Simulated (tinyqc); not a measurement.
From results back to parameters: band-to-band tunnelling across a p-n junction in a two-band chain. Three cases, with inputs chosen for the exercise.

Problem. In a uniform field T = exp(-B/F), B = (pi/4) sqrt(m/c) Eg^(3/2), c = hbar^2/2m0, 1 V/angstrom = 100 MV/cm. m is the band-edge mass, the same for both bands (twice the reduced mass). The ratio below comes from a hidden m.

Constants: hbar^2/2m0 = 3.80998211 eV angstrom^2.

Case 1.

Values chosen (out of a larger set: gap and mass near those of InAs; not measured data):
- Eg = 0.367 eV (gap)
- F1 = 1.29 MV/cm (first field)
- F2 = 2.5 MV/cm (second field)

ln(T2/T1) = 0.521065

Case 2.

Values chosen (out of a larger set: gap and mass near those of GaSb; not measured data):
- Eg = 0.719 eV (gap)
- F1 = 1.2 MV/cm (first field)
- F2 = 2.46 MV/cm (second field)

ln(T2/T1) = 2.206315

Case 3.

Values chosen (out of a larger set: gap and mass near those of InAs; not measured data):
- Eg = 0.364 eV (gap)
- F1 = 0.89 MV/cm (first field)
- F2 = 2.37 MV/cm (second field)

ln(T2/T1) = 0.942345

Find: B; m.

Solution. B is the logarithm over 1/F1 - 1/F2, and m = c (4B/pi)^2/Eg^3 with B in V/angstrom.

Case 1.

B = 1.389 MV/cm
m = 0.0241 m0

Case 2.

B = 5.169 MV/cm
m = 0.0444 m0

Case 3.

B = 1.343 MV/cm
m = 0.0231 m0

Computed by tinyqc, one run a case: `OMP_NUM_THREADS=1 python tinyqc.py N N+1 out.jsonl` with N = 1481359, 1481370, 1481444; one thread of a shared Intel(R) Xeon(R) Processor @ 2.30GHz, about 0.01 s a run at most.
